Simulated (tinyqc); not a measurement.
Changing the dopant density N_d: defect equilibria of an oxide against oxygen pressure (mass action). Computed by tinyqc, a small Python program. Command: `OMP_NUM_THREADS=1 python tinyqc.py 3002692 3002693 out.jsonl brouwer sweep`. One thread of a shared host (Intel(R) Xeon(R) Processor @ 2.30GHz), about 0.01 s of CPU time with the checks.

Defects: oxygen vacancies V (charge +2), electrons n, holes p, the ionic partner X = O_i'' (charge -2), and the dopant. Activities are taken equal to concentrations.

Inputs (values chosen for the exercise, for a model oxide):

| quantity | value | unit |
|---|---|---|
| reduction enthalpy H_r | 4.83 | eV |
| prefactor K_r0 | 9.9e+70 | cm^-9 atm^(1/2) |
| gap E_g | 2.33 | eV |
| prefactor N_c N_v | 1.8e+41 | cm^-6 |
| disorder enthalpy H_s | 2.42 | eV |
| prefactor K_s0 | 3.7e+45 | cm^-6 |
| temperature T | 1300 | K |
| oxygen pressure P | 3e-17 | atm |
| electron mobility mu_n | 0.086 | cm^2/(V s) |
| hole mobility mu_p | 1.4 | cm^2/(V s) |
| vacancy diffusion prefactor D_0 | 0.26 | cm^2/s |
| vacancy migration energy E_m | 0.75 | eV |

Ionic disorder: anion Frenkel. Dopant (singly charged, fully ionised): acceptor.

Constants: k_B = 8.617333262e-05 eV/K; e = 1.602176634e-19 C.

Method:
- K_r = K_r0 exp(-H_r/k_B T) = [V] n^2 P^(1/2); K_i = N_c N_v exp(-E_g/k_B T) = n p; K_s = K_s0 exp(-H_s/k_B T) = [X] [V].
- Neutrality: 2 [V] + p = n + 2 [X] + N_d. With n as the unknown, [V] = K_r/(n^2 P^(1/2)), p = K_i/n, [X] = K_s/[V]; the log ratio is ln(positive/negative).
- The root is found by 60 bisections in ln n between n = 1e-10 and 1e25 cm^-3.
- sigma_n = e n mu_n, sigma_p = e p mu_p, sigma_ion = 2 e [V] mu_V with mu_V = 2 e D/(k_B T) and D = D_0 exp(-E_m/k_B T); only the oxygen vacancies carry ionic current, and the ionic transport number is sigma_ion over the total.

One run for each value:

| dopant density N_d (cm^-3) | n (cm^-3) | [V] (cm^-3) | p (cm^-3) | [X] (cm^-3) | ionic transport number |
|---|---|---|---|---|---|
| 1.00e+15 | 1.8957e+20 | 9.4802e+19 | 8.8038e+11 | 1.6205e+16 | 0.06261 |
| 6.00e+15 | 1.8957e+20 | 9.4804e+19 | 8.8038e+11 | 1.6204e+16 | 0.06261 |
| 3.00e+16 | 1.8956e+20 | 9.4812e+19 | 8.8042e+11 | 1.6203e+16 | 0.06262 |
| 2.00e+17 | 1.8950e+20 | 9.4868e+19 | 8.8068e+11 | 1.6193e+16 | 0.06267 |
| 1.00e+18 | 1.8924e+20 | 9.5135e+19 | 8.8192e+11 | 1.6148e+16 | 0.06292 |
| 6.00e+18 | 1.8759e+20 | 9.6812e+19 | 8.8966e+11 | 1.5868e+16 | 0.06448 |
| 3.00e+19 | 1.8008e+20 | 1.0506e+20 | 9.2676e+11 | 1.4623e+16 | 0.07228 |
| 2.00e+20 | 1.4129e+20 | 1.7066e+20 | 1.1812e+12 | 9.0020e+15 | 0.13890 |
| 1.00e+21 | 7.9450e+19 | 5.3973e+20 | 2.1006e+12 | 2.8463e+15 | 0.47569 |

What does the table show, and why?

Over the rows, n (cm^-3) falls from 1.90e20 to 7.94e19; [V] (cm^-3) rises from 9.48e19 to 5.40e20; p (cm^-3) rises from 8.80e11 to 2.10e12. The largest terms of the neutrality condition are 2 [V] = n from row 1; 2 [V] = N_d from row 8.

Caution (rows 1.00e15, 6.00e15, 3.00e16, 2.00e17, 1.00e18, 6.00e18, 3.00e19, 2.00e20): the carrier density is near sqrt(N_c N_v), where the carriers are degenerate and n p = K_i fails. Caution (rows 1.00e21): one of n, p, [V] and [X] is above 2e20 cm^-3, near 1 % of the sites of a usual oxide, where defects associate and the ideal mass-action laws fail.

Extremes, crossings and ranges named in words are read from the listed rows.
